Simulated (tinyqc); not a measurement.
Drifting, spreading and decaying minority pulse (Haynes-Shockley), Crank-Nicolson time steps: one step of the calculation.

Low injection in a uniform field: dn/dt = D d2n/dx2 - v dn/dx - n/tau with D = mu Vt and v = mu F towards +x. Exact solution on an infinite bar for a Gaussian start at x0: n = N0 exp(-t/tau) exp(-(x - x0 - v t)^2/(2 s^2))/sqrt(2 pi s^2), s^2 = s0^2 + 2 D t.

Problem. Densities after a time step. (L n)_i = a n_(i-1) + b n_i + c n_(i+1), n = 0 beyond the ends. Crank-Nicolson step: solve n(new) - L n(new)/2 = n + L n/2.

a = 2.3163972
b = -2.8013144
c = 0.13491722
n at t = 1 dt, node 1 to 11 (in units of 1e11 cm^-3): 0.0122429  -0.0029562  0.0643349  1.3447088  3.5995586  3.9218796  2.5273013  1.3053666  0.6417650  0.3139369  0.1514595

Wanted: n at t = 2 dt.

Solution.

n at t = 2 dt, node 1 to 11 (in units of 1e11 cm^-3): -0.002  0.008  0.027  -0.075  0.159  1.291  2.189  2.120  1.584  1.043  0.629

Program tinyqc, `OMP_NUM_THREADS=1 python tinyqc.py 2310042 2310043 out.jsonl`; Intel Xeon 2.30GHz, shared host, one thread, about 0.01 s.
